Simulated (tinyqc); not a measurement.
# Read current of a NAND string, cells in series solved by shooting: two studies

Cells in series, numbered from 0 at the source line (0 V) to the bit line, each followed by a gap resistance Rg. A cell with gate Vg, threshold VT, source Vs and drain Vd passes I = 2 nf K Vt^2 [F(Vs) - F(Vd)]/(1 + th max(Vg - VT, 0)), F(V) = ln^2(1 + exp((Vg - VT - nf V)/(2 nf Vt))). The selected cell has Vg = Vr, the others Vg = Vp.

Inputs (values chosen for the exercise); values of the order met in vertical NAND strings:
- T = 358 K (temperature)
- K = 25 uA/V^2 (gain factor of a cell)
- nf = 1.5 (slope factor)
- th = 0.16 1/V (mobility reduction factor)
- Rg = 4.4 kohm (resistance of the gap between cells)
- Vbl = 0.5 V (bit-line voltage)
- Vp = 7.2 V (pass voltage)
- Ve = -2.4 V (threshold of an erased cell)
- Vh = 3.4 V (threshold of the highest state)
- Vx = 1.5 V (threshold of the selected cell)
- Is = 50 nA (sensing current)
- Vr = 2.83 V (read voltage on the selected word line)

Constants: q = 1.602176634e-19 C, kB = 1.380649e-23 J/K, Vt = kB T/q. Results are converted to the units shown.

Each table varies one quantity; the others keep the values above.

## Read current against the number of cells

For a trial current I start at 0 V and, cell by cell, solve for the drain: sqrt(F(Vd)) = sqrt(F(Vs) - I/k), k = 2 nf K Vt^2/(1 + th max(Vg - VT, 0)), Vd = [Vg - VT - 2 nf Vt ln(exp(sqrt F) - 1)]/nf, then add I Rg. The string current is the I for which the last node reaches Vbl. The apparent threshold is the Vr at which I = Is. Background: all other cells erased (VT = Ve) or all in the highest state (VT = Vh); ratio and shift are high over erased and high minus erased. The selected cell is in the middle, cell n/2.

Results:
```
n	I, others erased (uA)	I, others high (uA)	ratio	apparent VT, erased (V)	apparent VT, high (V)	background shift (mV)
8	3.051	2.295	0.7522	1.530	1.532	1.932
16	1.745	1.241	0.7113	1.534	1.538	3.872
32	0.9389	0.6464	0.6884	1.543	1.551	7.772
64	0.4878	0.3299	0.6764	1.562	1.577	15.66
96	0.3294	0.2215	0.6722	1.580	1.603	23.67
192	0.1669	0.1115	0.6681	1.635	1.683	48.45
```

Estimate the missing row, n = 128.

Computed row:
```
n	I, others erased (uA)	I, others high (uA)	ratio	apparent VT, erased (V)	apparent VT, high (V)	background shift (mV)
128	0.2487	0.1667	0.6702	1.598	1.630	31.80
```

With this row back in the table: With erased neighbours the current falls from 3.05 to 0.167 uA, as n^(-0.81) between the first two rows and n^(-0.98) between the last two (-1 once the series resistance rules). The ratio falls from 0.752 to 0.668 and the background shift rises from 1.93 to 48.5 mV.

## Effect of the read voltage on the selected word line

Same model as above.

The string has 32 cells and the selected one is cell 16.

The same in every row: apparent VT, erased (V) = 1.543; apparent VT, high (V) = 1.551; background shift (mV) = 7.772.

Results:
```
Vr (V)	I, others erased (uA)	I, others high (uA)	ratio
1.2	1.050e-4	1.049e-4	0.9997
1.6	0.08911	0.07941	0.8912
2	0.6065	0.4725	0.7790
2.8	0.9364	0.6452	0.6890
3.2	0.9614	0.6568	0.6831
3.6	0.9754	0.6632	0.6799
4	0.9843	0.6672	0.6779
```

Estimate the missing row, Vr = 2.4 V.

Computed row:
```
Vr (V)	I, others erased (uA)	I, others high (uA)	ratio
2.4	0.8782	0.6178	0.7035
```

With this row back in the table: As Vr goes from 1.2 to 4 V, the current with erased neighbours rises from 1.05e-4 to 0.984 uA, that with high neighbours rises from 1.05e-4 to 0.667 uA and the ratio falls from 1.00 to 0.678. The apparent thresholds do not depend on Vr.

Numbers from tinyqc (`OMP_NUM_THREADS=1 python tinyqc.py 2142247 2142248 out.jsonl`; about 0.5 s on one thread of a shared Intel Xeon 2.30GHz).
